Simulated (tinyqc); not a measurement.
Inside a calculation: coherent potential approximation for a binary alloy with a semi-elliptic band. Values are carried at full precision from step to step, so a last printed digit may differ when a step is redone from the rounded ones.

Site levels eA = -x d (share 1 - x) and eB = (1 - x) d (share x), so that their mean, the virtual crystal, is 0. Pure band: G0(z) = 2 (z - sqrt(z - W) sqrt(z + W))/W^2 with principal roots, density -Im G/pi per site. The medium has a self-energy S(z), G = G0(z - S), z = E + i eta. t_i = (e_i - S)/(1 - (e_i - S) G); the CPA demands <t> = (1 - x) tA + x tB = 0. Iteration: start at S = 0, set S(new) = S + <t>/(1 + <t> G), stop when |<t>| < 1e-9 eV.

Constants: hbar = 6.58211957e-16 eV s.

Parameters, chosen for this exercise:
- W = 1.9 eV (half width of the pure band)
- x = 0.12 (fraction of B)
- d = 0.91 eV (eB - eA)
- eta = 0.038 eV (broadening)
- E = 1.2 eV (energy)

## First step: the average t-matrix

With S = 0 form G, tA, tB, <t> and the new S.

eA, eB (eV): -0.1092  0.8008

G = 0.64768-0.79552i 1/eV

tA, tB (eV): -0.1013-0.0082i  0.6046-0.8002i

<t> = -0.0166-0.1033i eV
S after one step = -0.0115-0.1145i eV

## The self-consistent medium

Iterate.

Iterations:
```
i             S (eV)          G (1/eV)  |<t>| (eV)
0            0.00000  0.64768-0.79552i       0.105
1  -0.01153-0.11452i  0.60189-0.73371i      0.0113
2  -0.00619-0.12459i  0.59498-0.73148i     0.00117
3  -0.00512-0.12504i  0.59429-0.73175i    0.000120
4  -0.00500-0.12501i  0.59426-0.73181i    1.22e-05
5  -0.00500-0.12500i  0.59426-0.73182i    1.25e-06
6  -0.00500-0.12500i  0.59426-0.73182i    1.28e-07
7  -0.00500-0.12500i  0.59426-0.73182i    1.31e-08
8  -0.00500-0.12500i  0.59426-0.73182i    1.33e-09
9  -0.00500-0.12500i  0.59426-0.73182i    1.36e-10
```

S = -0.00500-0.12500i eV
G = 0.59426-0.73182i 1/eV

Converged at i = 9. The first step gave -0.0115-0.1145i eV.

## Densities on A and B, and the lifetime

G_i = G/(1 - (e_i - S) G); densities -Im G_i/pi; their weighted sum must be -Im G/pi. Lifetime hbar/(2 |Im S|), which has a meaning only while |Im S| is small against W. Weak-scattering value of S: x (1 - x) d^2 G.

densities (1/eV): on A 0.2049, on B 0.4388, weighted sum 0.2329, medium 0.2329

lifetime = 2.63 fs
weak-scattering S = 0.0520-0.0640i eV

A B site carries the larger density here, by a factor 2.14; the weak-scattering value is 67 % from S.

## Checks

- Weighted sum of the partial densities against the density of the medium: both 0.23295.

Computed by tinyqc, a small Python program: `OMP_NUM_THREADS=1 python tinyqc.py 1481818 1481819 out.jsonl` (the numbers bound the seed that draws the inputs); one thread of a shared host (Intel(R) Xeon(R) Processor @ 2.30GHz), about 0.01 s for the whole set of steps.
